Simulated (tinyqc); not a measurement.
Conductance against temperature: phonon transmission through an interface between two chains by Green functions. Computed by tinyqc, a small Python program. Command: `OMP_NUM_THREADS=1 python tinyqc.py 3012465 3012466 out.jsonl agf walk`. One thread of a shared host (Intel(R) Xeon(R) Processor @ 2.30GHz), about 0.01 s of CPU time with the checks.

Two semi-infinite chains (masses m_1, m_2; springs k_1, k_2), motion along the chain. The central region holds the end atom of each chain and one interlayer atom of mass m_b, joined by springs k_b. lambda = omega^2 in eV/(angstrom^2 u); nu = 15.6333042 THz x sqrt(lambda).

Inputs (values chosen for the exercise, for two model chains):
```
quantity                          value           unit
mass m_1                             25              u
spring k_1                          5.1  eV/angstrom^2
mass m_2                           25.8              u
spring k_2                         2.11  eV/angstrom^2
junction spring k_b               0.873  eV/angstrom^2
interlayer mass m_b                11.2              u
probe frequency / lower band top   0.43              -
```

Atoms in the interlayer: one.

Constants: nu for 1 eV/(angstrom^2 u) = 15.6333042 THz; h x 1 THz = 4.135667696 meV; k_B = 8.617333262e-05 eV/K; k_B = 1.380649e-23 J/K; h = 6.62607015e-34 J s.

Method:
- nu_max = 15.6333042 THz x 2 sqrt(k/m); impedance Z = sqrt(k m); long-wave transmission 4 Z_1 Z_2/(Z_1 + Z_2)^2; the probe frequency is the given share of the lower band top.
- In chain i, sin(q_i a/2) = nu/nu_max,i. An outgoing wave makes the next atom move as exp(i q_i a) times the end atom, so the lead adds the self-energy Sigma_i = -k_i exp(i q_i a) to the force-constant matrix; Gamma_i = -2 Im Sigma_i = 2 k_i sin(q_i a).
- A = lambda M - K - Sigma over the central atoms, with K_ii the sum of the springs at i, K_(i,i+1) = -k_b; G = inverse of A; transmission = Gamma_1 Gamma_2 |G_(first,last)|^2.
- Landauer conductance G = k_B int tau(nu) x^2 e^x/(e^x - 1)^2 d nu, x = h nu/(k_B T), from 0 to the lower band top (240 Gauss-Legendre points in s from 0 to 1, nu = nu_top sin(pi s/2)); tau is the transmission, and its thermal mean is G over the value for tau = 1 in the same window; the quantum is g_0 = pi^2 k_B^2 T/(3 h).

band top of chain 1 = 14.1220 THz

band top of chain 2 = 8.94154 THz

Conductance:
```
T (K)  G (pW/K)  mean transmission     G/g_0  G for transmission 1 (pW/K)
1       0.90403            0.95520   0.95520                      0.94643
5        4.4299            0.93613   0.93613                       4.7322
20       14.816            0.78272   0.78272                       18.929
50       28.227            0.59965   0.59648                       47.071
100      43.704            0.52594   0.46178                       83.098
200      54.038            0.49308   0.28548                       109.59
400      57.700            0.48230   0.15242                       119.64
800      58.711            0.47938  0.077542                       122.47
```

What does the comparison show, and why?

At 1 K G/g_0 = 0.955; as T goes to 0 it tends to the long-wave transmission, where only the impedances count. Towards high T all modes count more and more alike; at 800 K G is 58.7 pW/K and the mean transmission is 0.479, which is well below the low-T value.
